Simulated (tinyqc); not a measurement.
# Schottky emission and Poole-Frenkel conduction in an insulator, and how to tell them apart: effect of temperature

Schottky emission (electrode-limited): J = As T^2 exp[-(pb - b sqrt(F))/Vt], b = sqrt(q/(4 pi eps0 ei)). Poole-Frenkel emission (bulk-limited): J = s0 F exp[-(pt - 2 b sqrt(F))/Vt]. F in V/cm.

Both formulas at the same field.

Inputs (values chosen for the exercise); dielectric values close to those of hafnium oxide: high-frequency relative permittivity ei = 4.18; trap depth pt = 0.72 eV; Poole-Frenkel prefactor s0 = 0.12 S/cm; electrode barrier pb = 0.82 eV; Richardson constant As = 46 A/(cm^2 K^2); field F = 2 MV/cm.

Constants: q = 1.602176634e-19 C, kB = 1.380649e-23 J/K, Vt = kB T/q, eps0 = 8.8541878128e-14 F/cm where lengths are in cm. Results are converted to the units shown.

Result of one run:

| T (K) | J, Schottky (A/cm^2) | J, Poole-Frenkel (A/cm^2) | ratio |
|---|---|---|---|
| 260 | 4.852e-5 | 39.79 | 1.220e-6 |

What becomes of these results when the temperature T is changed from 260 to 380 K, all else the same?

Result of the changed run:

| T (K) | J, Schottky (A/cm^2) | J, Poole-Frenkel (A/cm^2) | ratio |
|---|---|---|---|
| 380 | 0.2681 | 621.7 | 4.312e-4 |

The whole series:

| T (K) | J, Schottky (A/cm^2) | J, Poole-Frenkel (A/cm^2) | ratio |
|---|---|---|---|
| 225 | 7.574e-7 | 10.27 | 7.373e-8 |
| 260 | 4.852e-5 | 39.79 | 1.220e-6 |
| 300 | 0.001783 | 127.0 | 1.404e-5 |
| 340 | 0.02896 | 308.5 | 9.385e-5 |
| 380 | 0.2681 | 621.7 | 4.312e-4 |
| 420 | 1.657 | 1096 | 0.001512 |
| 475 | 12.61 | 2046 | 0.006165 |

The Schottky current grows by 7.22 decades and the Poole-Frenkel current by 2.30, as their lowered barriers are 0.558 and 0.195 eV. A tunnelling current would hardly change over this range. For T = 225, 260, 300, 340, 380, 420 a Fowler-Nordheim estimate for tunnelling through pb with a mass of 0.4 m0 exceeds the Schottky current, so tunnelling, left out here, would compete.

Computed by the program tinyqc: `OMP_NUM_THREADS=1 python tinyqc.py 2370099 2370100 out.jsonl`, one thread of a shared Intel Xeon 2.30GHz, about 0.01 s for the whole run.
